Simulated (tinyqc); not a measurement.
# Well width from the intersubband spacing

Question. In an empty well of width L and depth Vb, level k solves kw L/2 = (k - 1) pi/2 + arctan(sqrt((mw/mb)(Vb - E)/E)) with kw = sqrt(mw E/C), C = hbar^2/(2 m0). Find L, E1 and E2 from the spacing.

Parameters, values chosen for the exercise; material values close to those of GaN in AlGaN:
- mw = 0.195 m0 (mass along z in the well)
- mb = 0.246 m0 (mass along z in the barriers)
- Vb = 0.407 eV (barrier height)

Constants: q = 1.602176634e-19 C, hbar = 1.054571817e-34 J s, m0 = 9.1093837015e-31 kg, hbar^2/(2 m0) = 0.0380998212 eV nm^2. Results are converted to the units shown.

E2 - E1 = 77.399678 meV

Solution. Both levels are solved for trial widths until their difference matches. A second level is bound only for L above 2.18 nm, and over that range one width gives this spacing.

L = 7.04 nm
E1 = 26.0 meV
E2 = 103 meV

Computed by the program tinyqc: `OMP_NUM_THREADS=1 python tinyqc.py 2140041 2140042 out.jsonl`, one thread of a shared Intel Xeon 2.30GHz, about 0.3 s for the whole run.
